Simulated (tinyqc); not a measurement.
Lossy package transmission line with skin effect: two steps of the calculation.

A uniform line in a homogeneous dielectric: c = sqrt(er)/(c0 Z0), l = Z0 sqrt(er)/c0 (c0 = 299792458 m/s), g = w c td, w = 2 pi f. The resistance joins its limits as r = sqrt(r_dc^2 + r_hf^2), with r_dc = rho/(wd th), r_hf = kr rho/(2 delta (wd + th)), delta = sqrt(rho/(pi f mu0)), mu0 = 4 pi 1e-7 H/m; this is an interpolation, and internal inductance, up to 0.05 nH/mm at low frequency, is neglected.

Parameters, values chosen for the exercise:
- wd = 34 um (width of the strip)
- th = 13 um (thickness of the strip)
- rho = 2.2 uohm cm (resistivity)
- er = 3.9 (relative permittivity)
- td = 0.01 (loss tangent)
- Z0 = 75 ohm (lossless impedance sqrt(l/c))
- kr = 1.2 (factor for crowding and the return path)
- len = 4.5 mm (length)
- f = 18 GHz (frequency)

Task 1. Line constants. delta, r_dc, r_hf, r, l, c and g as defined.

Give: delta; r_dc; r_hf; r; l; c; g.

Result 1.

delta = 0.5564 um
r_dc = 0.04977 ohm/mm
r_hf = 0.5048 ohm/mm
r = 0.5072 ohm/mm
l = 0.4941 nH/mm
c = 87.83 pF/m
g = 0.09934 S/m

r is 10.2 times r_dc; the skin depth is 0.0428 of the thickness.

Task 2. Propagation constant and impedance. gamma = sqrt((r + i w l)(g + i w c)) = alpha + i beta, Zc = sqrt((r + i w l)/(g + i w c)), roots with positive real part; loss 8.685889638 alpha in dB; phase velocity w/beta.

r = 0.50720341 ohm/mm
l = 0.49405223 nH/mm
c = 87.831508 pF/m
g = 0.099335095 S/m

Give: gamma len; Zc; loss; phase velocity over c0; r/(w l).

Result 2.

gamma len = 0.0320+3.3526i
Zc = 75.000+0.035i ohm
loss = 0.061726 dB/mm
phase velocity over c0 = 0.50637
r/(w l) = 0.0090773

Computed by the program tinyqc: `OMP_NUM_THREADS=1 python tinyqc.py 2810222 2810223 out.jsonl`, one thread of a shared Intel Xeon 2.30GHz, about 0.01 s for the whole run.
